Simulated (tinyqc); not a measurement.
Double-gate transistor, scale length and short-channel effects: one step of the calculation.

A body of thickness ts between two insulators of thickness ti and two tied gates. Below threshold the potential that source and drain add obeys Laplace's equation and vanishes on the gate. Its lowest mode decays along the channel as exp(-k y); k is the smallest positive root of the matching condition at the interface, and the scale length is Lambda = pi/k.

Task. Threshold shift, barrier position and swing. Along the channel psi(y) = s + a exp(y/l) + b exp(-y/l) with psi(0) = Vbi, psi(L) = Vbi + Vds and l = 1/k = Lambda/pi; with A = Vbi - s, B = A + Vds, x = exp(-L/l): a = (B - A x) x/(1 - x^2), b = (A - B x)/(1 - x^2). The minimum is s + 2 sqrt(a b), at y = (l/2) ln(b/a). The long-channel potential follows the gate as s = sT + (Vg - VTL)/m, and the threshold VT is the gate voltage at which the minimum equals sT. Swing = m Vt ln 10/g at threshold, g = d(minimum)/ds = 1 - (b x + a)/((1 + x) sqrt(a b)).

Parameters, values chosen for the exercise; permittivities: semiconductor close to that of silicon, insulator close to that of silicon dioxide:
- T = 273 K (temperature)
- L = 64 nm (channel length)
- Vbi = 0.89 V (potential of the source)
- sT = 0.56 V (potential of the barrier top at threshold)
- VTL = 0.38 V (long-channel threshold)
- m = 1 (long-channel body factor)
- Vds = 0.6 V (drain voltage)

Constants: q = 1.602176634e-19 C, kB = 1.380649e-23 J/K, Vt = kB T/q. Results are converted to the units shown.

l = 6.3434769 nm

Wanted: s at threshold; a; b; position of the minimum; VT; swing.

Result.

s at threshold = 0.55275 V
a = 3.8923e-5 V
b = 0.33721 V
position of the minimum = 28.758 nm
VT = 0.37275 V
swing = 54.972 mV/decade

The threshold lies 7.25 mV below the long-channel value, and the barrier top sits at 0.45 L from the source.

Computed by the program tinyqc: `OMP_NUM_THREADS=1 python tinyqc.py 2420122 2420123 out.jsonl`, one thread of a shared Intel Xeon 2.30GHz, about 0.01 s for the whole run.
